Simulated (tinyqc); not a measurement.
# Diffusion length from constant photovoltage

Question. In a thick sample with a thin depletion layer the excess density at its edge goes as flux/(1/alpha + L), so the flux needed for a fixed surface photovoltage is proportional to 1/alpha + L. Find L.

photon flux for the same photovoltage at absorption coefficients 63 and 810 1/cm (relative units): 164.53016  18.145679

Solution. The line of flux against 1/alpha meets zero at -L.

slope against 1/alpha = 1.00 1/um
L = 5.80 um

Computed by the program tinyqc: `OMP_NUM_THREADS=1 python tinyqc.py 2430012 2430013 out.jsonl`, one thread of a shared Intel Xeon 2.30GHz, about 0.01 s for the whole run.
